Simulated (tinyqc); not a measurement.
Raman line shape of confined optical phonons and breathing modes of small crystals. Inputs raised by 5 %, one at a time. Computed by tinyqc, a small Python program. Command: `OMP_NUM_THREADS=1 python tinyqc.py 3014377 3014378 out.jsonl confine sens`. One thread of a shared host (Intel(R) Xeon(R) Processor @ 2.30GHz), about 0.06 s of CPU time with the checks.

Confinement in 3 direction(s) lets phonons with q away from zero scatter light. q is in units of 2 pi/a, from 0 to 1, and the branch is isotropic: omega(q)^2 = (omega_0^2 + omega_X^2)/2 + ((omega_0^2 - omega_X^2)/2) cos(pi q). The model and its constant beta are phenomenological; beta = 8 is the common choice.

Inputs (values chosen for the exercise, modelled on silicon): bulk frequency omega_0 = 520.6 1/cm; frequency at the zone boundary omega_X = 402 1/cm; natural width Gamma_0 = 2.7 1/cm; lattice constant a = 5.431 angstrom; size L = 2.9 nm; confinement constant beta = 4; longitudinal velocity = 8840 m/s; transverse velocity = 5320 m/s.

Shape: sphere.

Constants: c = 299792458 m/s.

Method:
- Weight W(q) = q^2 exp(-(2 L q/a)^2/(2 beta)) dq, that is exp(-k^2 L^2/(2 beta pi^2)) for k = 2 pi q/a.
- I(omega) = int W(q) / [(omega - omega(q))^2 + (Gamma_0/2)^2] dq / int W dq x (Gamma_0/2)^2, by 400 Gauss-Legendre points on 0 < q < min(1, 2.5 a sqrt(2 beta)/L).
- The peak is the maximum of I; the width is taken between the half-maximum points, and the asymmetry is the low-side half-width over the high-side one.
- Lamb: with s = omega R/v_L, R = L/2, the lowest radial mode solves tan(s)/s = 1/(1 - s^2 v_L^2/(4 v_T^2)), s between pi/2 and pi; wavenumber = s v_L/(2 pi c R).

Runs:
```
input moved                   from     to  peak shift (1/cm)  full width (1/cm)  asymmetry  breathing wavenumber (1/cm)
base run                         -      -           -10.8240             34.421     2.5800                       80.695
natural width Gamma_0 (1/cm)   2.7  2.835           -10.8750             34.507     2.5693                       80.695
size L (nm)                    2.9  3.045            -9.8597             31.380     2.5755                       76.852
confinement constant beta        4    4.2           -11.3480             36.061     2.5805                       80.695
longitudinal velocity (m/s)   8840   9282           -10.8240             34.421     2.5800                       87.500
transverse velocity (m/s)     5320   5586           -10.8240             34.421     2.5800                       77.544
```

Exponents ln(y'/y) / ln(x'/x):
```
input                      peak shift  full width  asymmetry  breathing wavenumber
natural width Gamma_0           0.096       0.051     -0.085                 0.000
size L                         -1.912      -1.896     -0.036                -1.000
confinement constant beta       0.969       0.954      0.004                 0.000
longitudinal velocity           0.000       0.000      0.000                 1.659
transverse velocity             0.000       0.000      0.000                -0.817
```

To which inputs is each result most sensitive?

Among the inputs moved here: peak shift answers most in size to size L (exponent -1.912), next to confinement constant beta (+0.969); its exponent is below 0.0005 for longitudinal velocity, transverse velocity. Its exponent +0.969 in confinement constant beta: the shift follows q_c^2. Full width answers most in size to size L (exponent -1.896), next to confinement constant beta (+0.954); its exponent is below 0.0005 for longitudinal velocity, transverse velocity. Asymmetry answers most in size to natural width Gamma_0 (exponent -0.085), next to size L (-0.036); its exponent is below 0.0005 for longitudinal velocity, transverse velocity. Breathing wavenumber answers most in size to longitudinal velocity (exponent +1.659), next to size L (-1.000); its exponent is below 0.0005 for natural width Gamma_0, confinement constant beta. Its exponent -1.000 in size L: an acoustic standing wave.

Extremes, crossings and ranges named in words are read from the listed rows.
